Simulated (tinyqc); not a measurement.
All approximations against the coupling: Froehlich polaron in a polar crystal. Computed by tinyqc, a small Python program. Command: `OMP_NUM_THREADS=1 python tinyqc.py 3020825 3020826 out.jsonl frohlich walk`. One thread of a shared host (Intel(R) Xeon(R) Processor @ 2.30GHz), about 0.05 s of CPU time with the checks.

One electron in a parabolic band of mass m*, coupled to dispersionless LO phonons in the continuum model. Energies are in units of hbar omega unless marked, wave numbers in k_0 = sqrt(2 m* omega/hbar).

Inputs (values chosen for the exercise, modelled on zinc sulfide):
```
quantity                          value  unit
band mass m*                      0.295   m_0
LO phonon energy hbar omega        41.3   meV
eps_inf                            5.25     -
static dielectric constant eps_s   8.06     -
electron wave number k/k_0         0.66     -
```

Constants: hbar^2/(2 m_0) = 3.80998212 eV angstrom^2; e^2/(4 pi eps_0) = 14.39964548 eV angstrom.

Method:
- 1/eps* = 1/eps_inf - 1/eps_s; k_0 = sqrt(2 m* omega/hbar) = sqrt(m* hbar omega / (hbar^2/(2 m_0))) with m* in m_0; alpha = (e^2/(4 pi eps_0)) k_0/(2 eps* hbar omega); polaron length 1/k_0.
- Feynman's bound: E(v, w) = 3 (v - w)^2/(4 v) - (alpha v/sqrt(pi)) int_0^infinity e^-u D(u)^(-1/2) du, D = w^2 u + ((v^2 - w^2)/v)(1 - e^(-v u)); integrals by 80 Gauss-Legendre points in s from 0 to 1 with u = 40 s^2.
- Minimise over v > w > 0 (simplex search); mass m_p/m* = 1 + (alpha v^3/(3 sqrt(pi))) int u^2 e^-u D^(-3/2) du.
- Other columns: second order -alpha; Landau-Pekar Gaussian -alpha^2/(3 pi); Lee-Low-Pines mass 1 + alpha/6. The polaron energy in meV uses the given hbar omega.

coupling constant alpha = 0.654649

Energies (hbar omega) and masses (m*):
```
alpha  second order    Gaussian   Feynman  Feynman (meV)  mass, LLP  mass, Feynman     v     w
0.16          -0.16  -0.0027162  -0.16032        -6.6212     1.0267          1.027  3.02  2.98
0.33          -0.33   -0.011555  -0.33137        -13.685      1.055          1.058  3.03  2.96
0.65          -0.65   -0.044829  -0.65540        -27.068     1.1083           1.12  3.07  2.92
1                -1    -0.10610   -1.0130        -41.838     1.1667          1.196  3.11  2.87
3.7            -3.7     -1.4526   -3.9140        -161.65     1.6167           2.33  3.58  2.43
6.7            -6.7     -4.7630   -7.6752        -316.98     2.1167          11.36   5.4  1.68
9.7            -9.7     -9.9833   -12.866        -531.39     2.6167          94.97  11.7  1.23
13              -13     -17.931   -20.791        -858.66     3.1667          412.8  22.2  1.11
```

What follows from these numbers?

All three energies are upper bounds (-alpha through the Lee-Low-Pines state), and the Feynman value is the lowest in every row. It lies within 5 % of -alpha up to alpha = 1; at alpha = 13 it is 1.16 times the Gaussian value, whose alpha^2 law it approaches with a constant shift of about -3 ln 2 - 3/4 = -2.83 (here -2.86). The mass stays within 10 % of 1 + alpha/6 up to alpha = 1 and reaches 413 m* in the last row; w falls from 2.98 towards 1 while v grows to 22.2.

Extremes, crossings and ranges named in words are read from the listed rows.
